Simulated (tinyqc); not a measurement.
MOS inversion layer, Poisson-Schroedinger loop: one step of the calculation.

Electrons confined at an insulator interface at z = 0, treated as a hard wall; parabolic valleys, Hartree approximation, no image or exchange terms. The depletion charge lies far deeper than the electrons and gives a uniform field q Nd/(eps0 eps_r); the gate balances all charge. Energies are counted from the band edge at the interface.

Question. Converged levels, occupations and centroid. Tridiagonal Hamiltonian with psi = 0 one step beyond both ends: H_ii = C (1/m_(i-1/2) + 1/m_(i+1/2))/hz^2 + V0_i + U_i (+ dE for the set B), H_(i,i+1) = -C/(m_(i+1/2) hz^2), C = hbar^2/(2 m0). The lowest 2 level(s) of each valley set are kept, normalised to hz sum |psi|^2 = 1. The mass is the same on all intervals.

Level k holds N_k = D_k Vt ln(1 + exp((EF - E_k)/Vt)) with D = md1 m0 q/(pi hbar^2) for the set A, D = 3 md2 m0 q/(pi hbar^2) for the set B per eV (spin included); EF is fixed by sum N_k = Ns.

Solve for the levels with V0 + U, find EF, n_i = sum_k N_k |psi_k|^2 (in cm^-3); share of each level N_k/Ns; centroid sum n z/sum n.

Inputs (values chosen for the exercise); masses and permittivity close to those of germanium (111):

| symbol | value | unit | meaning |
|---|---|---|---|
| T | 300 | K | temperature |
| mz1 | 1.59 | m0 | mass along z of valley set A (1 valley(s)) |
| md1 | 0.0822 | m0 | in-plane density-of-states mass of set A |
| mz2 | 0.0911 | m0 | mass along z of valley set B (3 valley(s)) |
| md2 | 0.342 | m0 | in-plane density-of-states mass of set B |
| Ns | 9e11 | cm^-2 | sheet density of electrons |
| dE | 0 | eV | extra shift of set B (strain) |
| hz | 1.1 | nm | mesh step |

Constants: q = 1.602176634e-19 C, kB = 1.380649e-23 J/K, hbar = 1.054571817e-34 J s, m0 = 9.1093837015e-31 kg, Vt = kB T/q, hbar^2/(2 m0) = 0.0380998212 eV nm^2. Results are converted to the units shown.

```
node,z (nm),fixed potential V0 (eV),converged U (eV)
1,1.1,0.03090783,0.011126818
2,2.2,0.06181566,0.015994845
3,3.3,0.09272348,0.018057857
4,4.4,0.12363131,0.019018693
5,5.5,0.15453914,0.019493501
6,6.6,0.18544697,0.019704502
7,7.7,0.21635479,0.019787637
8,8.8,0.24726262,0.019817271
9,9.9,0.27817045,0.019827002
10,11,0.30907828,0.019829977
11,12.1,0.33998610,0.019830826
12,13.2,0.37089393,0.019831052
13,14.3,0.40180176,0.019831107
14,15.4,0.43270959,0.019831119
15,16.5,0.46361741,0.019831121
16,17.6,0.49452524,0.019831122
```

Find: levels; EF; shares; n; centroid.

Answer.

levels (eV): A1 0.0719, A2 0.1154, B1 0.1779, B2 0.2971
EF = 0.07015 eV
shares (%): A1 65.09, A2 15.80, B1 18.92, B2 0.19

```
node,n (1e18 cm^-3)
1,4.602
2,2.063
3,0.810
4,0.357
5,0.194
6,0.094
7,0.039
8,0.015
9,0.005
10,0.002
11,0.000
12,0.000
13,0.000
14,0.000
15,0.000
16,0.000
```

centroid = 1.961 nm

tinyqc, about 0.8 s, one thread, Intel Xeon 2.30GHz (shared host): `OMP_NUM_THREADS=1 python tinyqc.py 2160015 2160016 out.jsonl`
